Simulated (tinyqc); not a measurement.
Comparisons within one model: hydrogenic donor in a hard-walled well (variational). A value that a table varies takes the place of the one given here.

Trial function cos(pi z/L) exp(-r/lam), r measured from the donor at zi, walls at +/- L/2, one eps everywhere. Counted from the lowest subband, E(lam) = c/(m lam^2) - (q/eps) I0/I1, with I0 the integral of cos^2(pi z/L) exp(-2|z - zi|/lam) over the well and I1 the same with the factor (|z - zi| + lam/2); c = hbar^2/2m0, q = e^2/(4 pi eps0). The binding energy is -E at the minimum.

Constants: hbar^2/2m0 = 3.80998211 eV angstrom^2; e^2/(4 pi eps0) = 14.39964547 eV angstrom; Ry = 13.60569312 eV.

Inputs chosen for the exercise (near those of Ge, with one mean mass; not measured data):
- m = 0.12 m0 (mass)
- eps = 16.5 (dielectric constant)
- Ls = (12, 32, 57, 147, 261, 454, 1068) angstrom (widths)
- L = 348 angstrom (well width)
- zi = 0 angstrom (position of the donor from the centre)

## Width of the well

Ry* = 5.9970 meV
a* = 72.762 angstrom

Donor at the centre and at the wall (zi = L/2).

Binding:
```
L (angstrom)   L/a*  centre (meV)  in Ry*  wall (meV)  in Ry*  centre/wall
12             0.16         20.43   3.406       15.70   2.618         1.30
32             0.44         17.04   2.842       10.96   1.828         1.55
57             0.78         14.58   2.431        8.35   1.392         1.75
147            2.02         10.56   1.761        4.96   0.826         2.13
261            3.59          8.57   1.430        3.52   0.587         2.43
454            6.24          7.21   1.203        2.55   0.425         2.83
1068          14.68          6.26   1.044        1.76   0.293         3.56
```

What does this show, and why?

At the centre the binding falls from 3.41 to 1.04 Ry*, between the limits 4 and 1. At the wall it falls from 2.62 to 0.29 Ry*, towards 1/4: the wall forces a node through the donor, as in a 2p state. With this trial function, which underbinds wall donors by about a tenth, the wall donor drops below the bulk value between 57 and 147 angstrom. The ratio grows from 1.30 to 3.56. Widths under about 15 angstrom lie outside envelope theory and serve only to show the limit.

## Position of the donor

Fixed width; zi from the centre to the wall.

Binding:
```
2 zi/L  zi (angstrom)  lam (angstrom)  binding (meV)  in Ry*
0.0               0.0            77.1           7.79   1.299
0.2              34.8            76.8           7.58   1.265
0.4              69.6            76.8           6.91   1.152
0.6             104.4            81.8           5.63   0.939
0.8             139.2           111.5           4.00   0.666
0.9             156.6           137.0           3.39   0.565
1.0             174.0           160.5           2.97   0.495
```

How do the results move?

Uniform doping spreads the level over 4.82 meV, from 7.79 at the centre to 2.97 at the wall, while lam grows by 108 %. The slope is flat at the centre, which gives a peak in the density of donor states there, and steepest between 2 zi/L = 0.6 and 0.8.

## What each parameter does

The minimum over lam; Ry* = Ry m/eps^2. Each row changes one parameter from the base and keeps the others.

Results:
```
case              binding (meV)  lam (angstrom)  binding/Ry*
base                       7.79            77.1        1.299
m = 0.102 m0               6.98            89.8        1.369
eps = 14.8                 9.37            69.3        1.256
L = 452 angstrom           7.22            77.3        1.204
zi = 70 angstrom           6.90            76.9        1.151
```

What can be read from the table?

The largest shifts from the base row, up to three for each result and ties (the steps differ in size, so this ranks the rows, not the parameters). binding (meV): eps +1.58, zi -0.89, m -0.81. lam (angstrom): m +12.7, eps -7.7, zi -0.2, L +0.2. binding/Ry*: zi -0.148, L -0.095, m +0.071.

Run: tinyqc, `OMP_NUM_THREADS=1 python tinyqc.py 1280059 1280060 out.jsonl`; Intel(R) Xeon(R) Processor @ 2.30GHz, one thread, shared host; about 0.03 s of CPU time with all checks.
